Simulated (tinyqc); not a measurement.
Inside a calculation. Method: Pariser-Parr-Pople SCF with singles CI, for the molecule Fc1cc(F)c2c(c1)C=C2 (SMILES; centres numbered as the heavy atoms are written). One step of it, computed by the program tinyqc.

Task: PPP integrals. Mataga-Nishimoto: gamma = 14.399645/(R + a), a = 2 x 14.399645/(gamma_rr + gamma_ss); H_rr = -W_r - sum_(s != r) z_s gamma_rs; H_rs = beta for bonds.

Centres (angstrom, eV; a flat drawing with bonds scaled to 1.40 angstrom):
```
centre          x          y  core charge z          W   gamma_rr
1F       3.050000   0.620000              2  40.980000  19.780000
2C       1.680000   0.333000              1  11.660000  10.810000
3C       1.243000  -0.998000              1  11.660000  10.810000
4C      -0.127000  -1.284000              1  11.660000  10.810000
5F      -0.564000  -2.615000              2  40.980000  19.780000
6C      -1.061000  -0.241000              1  11.660000  10.810000
7C      -0.624000   1.089000              1  11.660000  10.810000
8C       0.746000   1.376000              1  11.660000  10.810000
9C      -1.954000   1.526000              1  11.660000  10.810000
10C     -2.391000   0.195000              1  11.660000  10.810000
```

Resonance integrals (eV):
```
i    j       beta
1    2  -2.290000
2    3  -2.480000
3    4  -2.480000
4    5  -2.290000
4    6  -2.480000
6    7  -2.480000
7    8  -2.480000
7    9  -2.480000
9   10  -2.480000
8    2  -2.480000
10   6  -2.480000
```

Give: repulsion gamma_rs; core matrix H.

Result:

repulsion gamma_rs (eV), lower triangle:
```
          1F       2C       3C       4C       5F       6C       7C       8C
1F   19.7800
2C    6.1505  10.8100
3C    4.2767   5.2689  10.8100
4C    3.0998   3.8328   5.2715  10.8100
5F    2.5813   3.0991   4.2776   6.1475  19.7800
6C    2.8006   3.4845   3.8325   5.2705   4.2768  10.8100
7C    3.0998   3.8328   3.4847   3.8332   3.0994   5.2707  10.8100
8C    4.2776   5.2705   3.8322   3.4852   2.8004   3.8328   5.2711  10.8100
9C    2.3893   2.7923   2.6640   3.0744   2.7120   4.3479   5.2707   3.5676
10C   2.2503   2.6639   2.7923   3.5675   3.3541   5.2713   4.3473   3.0742

          9C      10C
9C   10.8100
10C   5.2689  10.8100
```

core matrix H (eV), lower triangle:
```
           1F        2C        3C        4C        5F        6C        7C        8C
1F   -74.4873
2C    -2.2900  -57.3050
3C     0.0000   -2.4800  -55.9146
4C     0.0000    0.0000   -2.4800  -58.4897
5F     0.0000    0.0000    0.0000   -2.2900  -75.9096
6C     0.0000    0.0000    0.0000   -2.4800    0.0000  -57.1249
7C     0.0000    0.0000    0.0000    0.0000    0.0000   -2.4800  -55.3689
8C     0.0000   -2.4800    0.0000    0.0000    0.0000    0.0000   -2.4800  -54.1496
9C     0.0000    0.0000    0.0000    0.0000    0.0000    0.0000   -2.4800    0.0000
10C    0.0000    0.0000    0.0000    0.0000    0.0000   -2.4800    0.0000    0.0000

           9C       10C
9C   -48.8483
10C   -2.4800  -49.8541
```
